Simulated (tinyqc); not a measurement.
Band bending at a free surface with a continuum of surface states, surface photovoltage and Kelvin probe: one step of the calculation.

n-type bulk, xi = Ec - EF = Vt ln(Nc/Nd), p0 = ni^2/Nd, ni = sqrt(Nc Nv) exp(-Eg/(2 Vt)), Eg in volts. b is the upward band bending, u = b/Vt. Space charge per area, in units of q: Qc = sign(b) sqrt((2 eps0 eps_r Vt/q) [(Nd + dn)(exp(-u) - 1) + Nd u + (p0 + dn)(exp(u) - 1)]), with dn the excess density under light (flat quasi-Fermi levels; 0 in the dark). The states hold -Ds (E0 - xi - b): negative while the Fermi level lies above the neutrality level. Neutrality: Qc + Qf + (charge of the states) = 0.

Problem. Work function and Kelvin-probe reading. Work function chi + xi + b; contact potential difference CPD = (work function of the sample) - pt. Depth of EF below Ec at the surface: xi + b. Depletion width Qc/Nd.

Parameters, values chosen for the exercise; band and dielectric values close to those of 4H silicon carbide: temperature T = 350 K; band gap Eg = 3.32 eV; relative permittivity eps_r = 9.69; conduction-band density of states at T Nc = 2.17e19 cm^-3; valence-band density of states at T Nv = 3.21e19 cm^-3; electron affinity chi = 3.57 eV; donor density Nd = 1.2e17 cm^-3; work function of the probe tip pt = 4.28 eV; depth of their neutrality level below the conduction edge E0 = 1.02 eV.

Constants: q = 1.602176634e-19 C, kB = 1.380649e-23 J/K, Vt = kB T/q, eps0 = 8.8541878128e-14 F/cm where lengths are in cm. Results are converted to the units shown.

converged b = 0.24501270 V

Give: xi + b; Qc; Qc/Nd; work function; CPD.

Solution.

xi + b = 0.4018 eV
Qc = 5.255e11 cm^-2
Qc/Nd = 43.79 nm
work function = 3.972 eV
CPD = -308.2 mV

The Fermi level lies 618 meV above the neutrality level.

Numbers from tinyqc (`OMP_NUM_THREADS=1 python tinyqc.py 2430009 2430010 out.jsonl`; about 0.01 s on one thread of a shared Intel Xeon 2.30GHz).
